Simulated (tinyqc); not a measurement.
Inside a calculation. Method: LCCD on RHF in the sto-3g basis, for H4, spin multiplicity 1. One step of it, computed by the program tinyqc.

Problem. Iteration 6 (converged): orbitals. Diagonalise F' = X^T F X, C = X C', fill 2 alpha and 2 beta electrons from the bottom; D = 2 C_occ C_occ^T. Each column has its largest component positive (the first on a tie).

converged F (hartree), lower triangle:
```
           1H 1s      2H 1s      3H 1s      4H 1s
1H 1s  -0.300653
2H 1s  -0.535594  -0.330332
3H 1s  -0.093148  -0.226446  -0.330332
4H 1s  -0.008908  -0.093148  -0.535594  -0.300653
```

X:
```
               1          2          3         4
1H 1s  -0.747968   0.786043   0.480117  0.330660
2H 1s   0.979951  -0.636710   0.366459  0.408212
3H 1s  -0.979951  -0.636710  -0.366459  0.408212
4H 1s   0.747968   0.786043  -0.480117  0.330660
```

Give: F' = X^T F X; orbital energies; coefficients C; D after iteration 6.

Solution.

F' = X^T F X (hartree), lower triangle:
```
         1        2        3        4
1   0.7712
2   0.0000   0.4247
3  -0.0389   0.0000  -0.4738
4   0.0000  -0.0102   0.0000  -0.5927
```

orbital energies (hartree): MO1 -0.5928, MO2 -0.4750, MO3 0.4248, MO4 0.7725

coefficients C:
```
          MO1      MO2      MO3      MO4
1H 1s  0.3386   0.4566   0.7827  -0.7626
2H 1s  0.4018   0.3968  -0.6408   0.9681
3H 1s  0.4018  -0.3968  -0.6408  -0.9681
4H 1s  0.3386  -0.4566   0.7827   0.7626
```

D after iteration 6, lower triangle:
```
         1H 1s    2H 1s   3H 1s   4H 1s
1H 1s   0.6461
2H 1s   0.6344   0.6378
3H 1s  -0.0903   0.0079  0.6378
4H 1s  -0.1877  -0.0903  0.6344  0.6461
```
